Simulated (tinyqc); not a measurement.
Bias-temperature instability from a Gaussian distribution of capture and emission barriers: one step, computed by the program tinyqc. Command: `OMP_NUM_THREADS=1 python tinyqc.py 3021245 3021246 out.jsonl bti walk`. One thread of a shared host (Intel(R) Xeon(R) Processor @ 2.30GHz), about 0.01 s of CPU time with the checks.

Each trap has a capture time tau_0 exp(E_c/(k_B T)) under stress and an emission time tau_0 exp(E_e/(k_B T)) after it. E_c is Gaussian, and E_e = E_c + d with d Gaussian and independent. A trap counts as filled once t_s exceeds its capture time and as emptied once t_r exceeds its emission time.

Question. Stress. Demarcation energies E_s = k_B T ln(t_s/tau_0), E_r = k_B T ln(t_r/tau_0); mean barrier mu = mu_c - k_F F; z = (E_s - mu)/sigma_c; Phi is the standard normal distribution. Temperatures in kelvin are T(C) + 273.15. Shift without recovery dV0 = V_max Phi(z); local time exponent n = d ln dV0/d ln t_s = (k_B T/sigma_c) exp(-z^2/2)/(sqrt(2 pi) Phi(z)); apparent activation energy n E_s.

Inputs (values chosen for the exercise, for a model p-channel transistor):
```
quantity                                 value        unit
shift with all traps filled V_max          110          mV
mean capture barrier at zero field mu_c   1.97          eV
spread of capture barriers sigma_c        0.36          eV
lowering of mu_c per field k_F           0.045  eV/(MV/cm)
oxide field F                              4.5       MV/cm
time constant tau_0                      2e-09           s
temperature T                               25           C
stress time t_s                           2000           s
```

Constants: k_B = 8.617333262e-05 eV/K.

Give: E_s; mean barrier mu; z; shift without recovery dV0; time exponent n; apparent activation energy.

Answer.

E_s = 0.7099 eV

mean barrier mu = 1.7675 eV

z = -2.938

shift without recovery dV0 = 0.1818 mV

time exponent n = 0.2302

apparent activation energy = 0.1634 eV

The stress has filled 0.17 % of the traps. The apparent energy 0.163 eV is only the share n of the barriers near 0.71 eV that are being crossed.
